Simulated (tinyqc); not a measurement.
How many bands a k.p model needs: band 4 from Gamma to L: k.p theory built from an empirical-pseudopotential calculation at Gamma.

Empirical pseudopotential on the fcc lattice, atoms at +/- tau, tau = a (1,1,1)/8, no spin-orbit coupling. H(G,G') = c (2 pi/a)^2 |k + G|^2 delta + VS(q) cos(q.tau) + i VA(q) sin(q.tau), q = G - G', c = hbar^2/2m0; k and G in units of 2 pi/a; VS at |q|^2 = 3, 8, 11 and VA at 3, 4, 11, in rydberg, zero elsewhere. The basis is fixed: all 113 G with |G|^2 up to Gcut. Energies are counted from the fourth level at Gamma.

k.p in the lowest n states at Gamma: H_nm = (E_n + c k^2) delta + 2 c k.<n|G|m>, k in 1/angstrom; with all states of the basis it is exact.

Constants: hbar^2/2m0 = 3.80998211 eV angstrom^2; Ry = 13.60569312 eV.

Values chosen for the exercise (near those of GaAs; not measured data): a = 5.637 angstrom (lattice constant); VS = (-0.232, 0.009, 0.06) Ry (symmetric form factors); VA = (0.07, 0.052, 0.01) Ry (antisymmetric form factors); Gcut = 20 (2 pi/a)^2 (largest |G|^2 of the fixed basis).

Band 4 (counted from below) at k = f (0.5, 0.5, 0.5) 2 pi/a; n ends on whole multiplets.

Energies (eV):
```
f       n = 8  n = 15  n = 27  n = 113 (exact)
0.000   0.000   0.000   0.000            0.000
0.125  -0.002  -0.047  -0.049           -0.049
0.250   0.002  -0.170  -0.177           -0.178
0.375   0.029  -0.329  -0.348           -0.349
0.500   0.102  -0.488  -0.523           -0.525
0.625   0.238  -0.619  -0.676           -0.681
0.750   0.451  -0.705  -0.791           -0.800
0.875   0.751  -0.736  -0.858           -0.874
1.000   1.144  -0.704  -0.872           -0.898
```

With n = 8 the band stays within 0.05 eV of the exact one up to f = 0.125 (error at L: +2.042 eV). With n = 15 the band stays within 0.05 eV of the exact one up to f = 0.500 (error at L: +0.195 eV). With n = 27 the band stays within 0.05 eV of the exact one over the whole line (error at L: +0.027 eV). A smaller basis can only raise a level.

Run: tinyqc, `OMP_NUM_THREADS=1 python tinyqc.py 1080060 1080061 out.jsonl`; Intel(R) Xeon(R) Processor @ 2.30GHz, one thread, shared host; about 0.7 s of CPU time with all checks.
